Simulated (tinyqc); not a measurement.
# Abrupt p-n junction, non-linear Poisson equation by Newton steps: capacitance and field against bias

One dimension, p side on the left, n side on the right; net doping C = -Na for x < 0 and +Nd for x > 0. The potential psi is counted from the intrinsic level, and the quasi-Fermi potentials are flat: 0 for holes and -V for electrons, so n = ni exp((psi + V)/Vt) and p = ni exp(-psi/Vt) (Boltzmann statistics, full ionisation, no current). Under reverse bias this makes the minority densities vanishingly small everywhere; they play no part in the charge.

The Poisson equation d/dx(eps0 eps_r dpsi/dx) = -q (p - n + C) is solved on a mesh of more than 1000 nodes that ends in neutral material (psi_p = -Vt ln(Na/ni), psi_n = Vt ln(Nd/ni) - V). C_j = q d/dV of the integral of p over x, from the linearised equation. ni = sqrt(Nc Nv) exp(-Eg/(2 Vt)), Eg in volts. Depletion approximation: Vbi = Vt ln(Na Nd/ni^2), W = sqrt(2 eps0 eps_r (Vbi - V)(1/Na + 1/Nd)/q), xp = W Nd/(Na + Nd), xn = W Na/(Na + Nd), peak field 2 (Vbi - V)/W, capacitance eps0 eps_r/W. The last column applies it to an abrupt Na-Nd junction.

Parameters, values chosen for the exercise; band and dielectric values close to those of gallium phosphide:

| symbol | value | unit | meaning |
|---|---|---|---|
| T | 300 | K | temperature |
| Eg | 2.22 | eV | band gap |
| eps_r | 11.1 |  | relative permittivity |
| Nc | 1.83e19 | cm^-3 | conduction-band density of states at T |
| Nv | 1.9e19 | cm^-3 | valence-band density of states at T |
| Na | 2.2e15 | cm^-3 | acceptor density of the p side |
| Nd | 1.1e16 | cm^-3 | donor density of the n side |

Constants: q = 1.602176634e-19 C, kB = 1.380649e-23 J/K, Vt = kB T/q, eps0 = 8.8541878128e-14 F/cm where lengths are in cm. Results are converted to the units shown.

Capacitance and field against bias:
```
V (V),peak |E| (kV/cm),C_j (nF/cm^2),1/C_j^2 (cm^4/uF^2),eps0 eps_r/C_j (nm),abrupt depletion C (nF/cm^2)
0,32.27,9.102,1.207e4,1080,8.970
-1.11,41.29,7.114,1.976e4,1382,7.050
-2.22,48.67,6.036,2.745e4,1628,5.997
-3.33,55.06,5.335,3.514e4,1842,5.308
-4.44,60.79,4.832,4.283e4,2034,4.812
-5.56,66.07,4.446,5.059e4,2211,4.430
-6.67,70.91,4.142,5.828e4,2373,4.130
-7.78,75.44,3.893,6.597e4,2524,3.883
-8.89,79.72,3.685,7.366e4,2667,3.676
-10,83.78,3.506,8.135e4,2803,3.498
```

With V going from 0 to -10 V, C_j falls from 9.10 to 3.51 nF/cm^2 and the peak field rises from 32.3 to 83.8 kV/cm. The slope of 1/C_j^2, read as N = 2/(q eps0 eps_r |slope|), gives 1.83e15 cm^-3 between the first two rows and 1.83e15 cm^-3 between the last two, against Na Nd/(Na + Nd) = 1.83e15 cm^-3; the slopes of all rows agree within 0.01 %, as for uniform doping at both edges. At the end C_j goes as (Vbi - V)^(-0.50) with Vbi = 1.79 V, and it is 0.22 % above the abrupt depletion formula (at the first row 1.5 % above it).

Numbers from tinyqc (`OMP_NUM_THREADS=1 python tinyqc.py 2000153 2000154 out.jsonl`; about 0.02 s on one thread of a shared Intel Xeon 2.30GHz).
